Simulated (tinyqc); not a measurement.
Where a level does most harm: Shockley-Read-Hall recombination through one deep level.

One level at Et with degeneracy 1: tn = 1/(sn vth Nt), tp = 1/(sp_ vth Nt), n1 = Nc exp((Et - Eg)/kT), p1 = Nv exp(-Et/kT), ni^2 = n1 p1. Equilibrium p0 = Nm, n0 = ni^2/Nm; n = n0 + dn, p = p0 + dn. U = (n p - ni^2)/(tp (n + n1) + tn (p + p1)), lifetime dn/U; emission rates en = sn vth n1, ep = sp_ vth p1.

Constants: kB = 8.617333262e-05 eV/K.

Values chosen for the exercise (gap and densities of states near those of Si at this temperature; shifted at random, so the results belong to these values and not to a real crystal): Eg = 1.128 eV (gap); Nc = 2.71e+19 1/cm^3 (conduction-band density of states); Nv = 1.15e+19 1/cm^3 (valence-band density of states); T = 300 K; Nt = 2.3e+16 1/cm^3 (defects); sn = 1.7e-14 cm^2 (electron capture cross-section); sp_ = 4.8e-16 cm^2 (hole capture cross-section); vth = 24000000 cm/s (thermal velocity, both carriers); Nm = 2.3e+17 1/cm^3 (equilibrium holes for the lifetime steps).

Et takes the values listed; G = Nt en ep/(en + ep) in a depleted region; the lifetime is for dn = 1e11 1/cm^3.

Results:

| Et (eV) | lifetime (microsecond) | G (1/(cm^3 s)) |
|---|---|---|
| 0.068 | 0.000490 | 3.96e+11 |
| 0.158 | 0.000118 | 1.29e+13 |
| 0.248 | 0.000107 | 4.19e+14 |
| 0.338 | 0.000107 | 1.36e+16 |
| 0.429 | 0.000107 | 4.59e+17 |
| 0.519 | 0.000107 | 4.19e+18 |
| 0.609 | 0.000107 | 1.79e+17 |
| 0.699 | 0.000107 | 5.51e+15 |
| 0.790 | 0.000107 | 1.63e+14 |
| 0.880 | 0.000137 | 5.02e+12 |
| 0.970 | 0.00109 | 1.54e+11 |
| 1.060 | 0.0321 | 4.75e+09 |

Generation peaks where en = ep, at Eg/2 + (kT/2) ln(sp_ Nv/(sn Nc)) = 0.507 eV; the largest value listed is at 0.519 eV, and G falls by a decade for each 0.060 eV away from the peak. The lifetime is within a factor 2 of its minimum, 0.000107 microsecond, from 0.158 to 0.880 eV: recombination tolerates a wide range of Et, generation a narrow one.

Run: tinyqc, `OMP_NUM_THREADS=1 python tinyqc.py 1651081 1651082 out.jsonl`; Intel(R) Xeon(R) Processor @ 2.30GHz, one thread, shared host; about 0.01 s of CPU time with all checks.
